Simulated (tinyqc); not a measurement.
What each parameter does: Wannier function of the lower band of a two-orbital chain.

H(k) = [[-d/2 - 2 ta cos k, -t1 - t2 exp(-ik)], [-t1 - t2 exp(ik), d/2 - 2 tb cos k]], k in 1/a, Bloch sums with exp(ikR) and without the positions inside the cell. Mesh k_j = 2 pi j/N. Projection gauge: each lower eigenvector u is multiplied by the phase that makes <trial|u> real and positive (the one-band case of Loewdin orthogonalisation). Wannier amplitudes w(R) = (1/N) sum_k exp(ikR) u(k); hoppings H(R) = (1/N) sum_k exp(-ikR) E(k).

Values chosen for the exercise:

| symbol | value | unit | meaning |
|---|---|---|---|
| d | 0.77 | eV | A at -d/2, B at +d/2 |
| t1 | 1.44 | eV | A-B in the cell |
| t2 | 1.74 | eV | B to A of the next cell |
| ta | 0.3 | eV | A-A between cells |
| tb | 0.26 | eV | B-B between cells |
| xb | 0.34 | a | position of B (A at 0) |
| th | 45 | degrees | trial orbital cos(th) A + sin(th) B in cell 0 |

N = 24: centre (folded into [0, 1)) and Omega_I from overlaps M_j = u_j^+ diag(1, exp(-i b xb)) u_(j+1), b = 2 pi/N: centre = -(1/2 pi) Im ln prod M_j, Omega_I = mean(1 - |M_j|^2)/b^2; and the first two hoppings H(R).

One parameter was then changed.

Results before and after:

| case | centre (a) | Omega_I (a^2) | H(1) (eV) | H(2) (eV) |
|---|---|---|---|---|
| base | 0.8298 | 0.2316 | -0.9152 | 0.1088 |
| changed | 0.8607 | 0.2427 | -0.9023 | 0.1089 |

Which of these changes was made? (a) d = 1.07 eV; (b) t2 = 1.64 eV; (c) xb = 0.39 a; (d) th = 55 degrees; (e) ta = 0.4 eV; (f) t1 = 1.59 eV.

Answer: (b) t2 = 1.64 eV. Of the candidates, run in turn, only this one gives the changed row.

All candidates:

| case | centre (a) | Omega_I (a^2) | H(1) (eV) | H(2) (eV) |
|---|---|---|---|---|
| base | 0.8298 | 0.2316 | -0.9152 | 0.1088 |
| d = 1.07 eV | 0.8635 | 0.1870 | -0.9001 | 0.1001 |
| t1 = 1.59 eV | 0.8776 | 0.2637 | -0.9598 | 0.1219 |
| t2 = 1.64 eV | 0.8607 | 0.2427 | -0.9023 | 0.1089 |
| ta = 0.4 eV | 0.8031 | 0.2637 | -0.9794 | 0.1140 |
| xb = 0.39 a | 0.8484 | 0.2209 | -0.9152 | 0.1088 |
| th = 55 degrees | 0.8298 | 0.2316 | -0.9152 | 0.1088 |

The trial angle is a choice of gauge and moves none of these; xb enters the position operator alone, so it leaves the hoppings.

(tinyqc, `OMP_NUM_THREADS=1 python tinyqc.py 1480765 1480766 out.jsonl`, Intel(R) Xeon(R) Processor @ 2.30GHz, 1 thread, shared host, about 0.1 s.)
